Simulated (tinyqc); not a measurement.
Tersoff bond-order potential: one step, computed by the program tinyqc. Command: `OMP_NUM_THREADS=1 python tinyqc.py 3017984 3017985 out.jsonl tersoff walk`. One thread of a shared host (Intel(R) Xeon(R) Processor @ 2.30GHz), about 0.01 s of CPU time with the checks.

E = (1/2) sum_(i, j != i) [A exp(-lambda r_ij) - b_ij B exp(-mu r_ij)], b_ij = (1 + (beta zeta_ij)^n)^(-1/(2n)), zeta_ij = sum_(k != i, j) g(theta_ijk), g = 1 + c^2/d^2 - c^2/(d^2 + (h - cos theta)^2), with theta at atom i. Only nearest neighbours count (cut-off function 1 for them, 0 beyond).

Question. An open trimer. Atom 1 binds atoms 2 and 3, which do not interact. b_12 = b_13 follow from zeta = g(theta); b_21 = b_31 = 1. E = sum over the two bonds of A exp(-lambda r) - (b + 1)/2 B exp(-mu r).

Inputs (values chosen for the exercise, modelled on carbon):
```
quantity                  value        unit
A                        1389.4          eV
B                        353.64          eV
lambda                   3.4879  1/angstrom
mu                       2.2119  1/angstrom
beta                   1.62e-07           -
n                        0.7238           -
c                         37350           -
d                         4.404           -
h                       -0.5603           -
bond length r_12           1.53    angstrom
bond length r_13           1.62    angstrom
angle theta at atom 1       140     degrees
```

Give: g(theta); bond order b_12; repulsive terms; attractive terms B exp(-mu r); energy of the trimer.

Answer.

g(theta) = 1.5664e+05

bond order b_12 = 0.95433

repulsive terms (eV): 6.6868  4.8853

attractive terms B exp(-mu r) (eV): 11.990  9.826

energy of the trimer = -9.7455 eV

g is least (g = 1) at cos theta = h, 124.1 degrees, wider than the tetrahedral 109.47.
